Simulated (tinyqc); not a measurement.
# Strained alloy layer of InAs and GaAs on (001) InP, model-solid band line-up: gaps, strain and offsets against composition

The layer is x parts of the first compound and 1 - x of the second, grown coherently on the third as substrate and barrier. Rows of the table: lattice constant a, average valence level Ea on an absolute scale, spin-orbit splitting so, gaps at Gamma, X and L, hydrostatic deformation potentials av and ac (Gamma), shear potential b, elastic constants, electron and heavy-hole (along z) masses. All are interpolated linearly in x; gaps get -C x (1 - x), taken wholly in the conduction band; real line-ups can differ from this model by 0.1 eV or more.

In-plane strain e = (a_substrate - a)/a, e_z = -2 (c12/c11) e, volume change 2 e + e_z. With v = 2 e + e_z and d = 2 b (e_z - e): Eav = Ea + av v; E_hh = Eav + so/3 - d/2; E_lh = Eav - so/6 + d/4 + sqrt(so^2 + so d + 9 d^2/4)/2; E_c = Ea + so/3 + EG + ac v (Gamma). Substrate: E_v = Ea + so/3, E_c = E_v + EG. Well depths: dEc = E_c(substrate) - E_c, dEhh = E_hh - E_v(substrate), dElh likewise; strained Gamma gap E_c - max(E_hh, E_lh); positive values confine carriers in the layer. Matthews-Blakeslee for 60-degree dislocations in a single layer: hc = k (ln(hc/bv) + 1), k = bv (1 - nu/4)/(4 pi |e| (1 + nu)), nu = c12/(c11 + c12), bv = a/sqrt(2); the larger root. The valence offset is the larger of dEhh and dElh; a dash marks |e| under 0.02 % or no root.

Parameters, values chosen for the exercise: bowing of the Gamma gap CG = 0.477 eV; bowing of the X gap CX = 1.4 eV; bowing of the L gap CL = 0.33 eV.

Binary compounds, values chosen for the exercise:

|  | close to InAs | close to GaAs | close to InP |
|---|---|---|---|
| a (angstrom) | 6.058 | 5.653 | 5.869 |
| Ea (eV) | -6.67 | -6.92 | -7.04 |
| so (eV) | 0.384 | 0.344 | 0.111 |
| EG (eV) | 0.353 | 1.41 | 1.34 |
| EX (eV) | 1.35 | 1.89 | 2.21 |
| EL (eV) | 1.08 | 1.69 | 1.94 |
| av (eV) | 0.995 | 1.16 | 1.26 |
| ac (eV) | -5.01 | -7.27 | -5 |
| b (eV) | -1.78 | -1.71 | -1.69 |
| c11 (GPa) | 82.7 | 117 | 100 |
| c12 (GPa) | 45.4 | 53.3 | 56.4 |
| me (m0) | 0.0232 | 0.0679 | 0.0805 |
| mh (m0) | 0.331 | 0.352 | 0.522 |

Gaps, strain and offsets against composition:

| x | e (%) | relaxed Gamma gap (eV) | lower of X and L gaps (eV) | strained Gamma gap (eV) | E_hh - E_lh (meV) | dEc (eV) | valence offset (eV) | hc (nm) |
|---|---|---|---|---|---|---|---|---|
| 0.25 | 1.994 | 1.056 | 1.476 | 0.8045 | -154.5 | 0.1610 | 0.3744 | 3.59 |
| 0.33 | 1.423 | 0.9557 | 1.402 | 0.7832 | -107.9 | 0.1963 | 0.3605 | 5.80 |
| 0.41 | 0.8584 | 0.8612 | 1.330 | 0.7618 | -63.28 | 0.2291 | 0.3491 | 11.4 |
| 0.49 | 0.2999 | 0.7729 | 1.276 | 0.7399 | -21.36 | 0.2592 | 0.3410 | 42.7 |
| 0.57 | -0.2524 | 0.6906 | 1.239 | 0.6995 | 17.24 | 0.2866 | 0.3539 | 52.7 |
| 0.66 | -0.8665 | 0.6053 | 1.213 | 0.6327 | 55.98 | 0.3141 | 0.3933 | 11.3 |
| 0.74 | -1.406 | 0.5360 | 1.175 | 0.5756 | 85.83 | 0.3355 | 0.4289 | 5.92 |
| 0.82 | -1.940 | 0.4729 | 1.141 | 0.5207 | 111.3 | 0.3541 | 0.4652 | 3.75 |
| 0.9 | -2.468 | 0.4158 | 1.111 | 0.4681 | 132.7 | 0.3697 | 0.5022 | 2.61 |

The relaxed Gamma gap falls from 1.06 to 0.416 eV and the strained one falls from 0.805 to 0.468 eV. The lattice matches the substrate at x = 0.533; the heavy hole is on top where the layer is compressed (e < 0) and the light hole where it is stretched. dEc rises from 0.161 to 0.370 eV and the valence offset goes from 0.374 through a minimum of 0.341 (at x = 0.49 among the rows listed) to 0.502 eV. At the largest strain listed, -2.47 %, strain changes the gap by 52.3 meV.

tinyqc, about 0.01 s, one thread, Intel Xeon 2.30GHz (shared host): `OMP_NUM_THREADS=1 python tinyqc.py 2690011 2690012 out.jsonl`
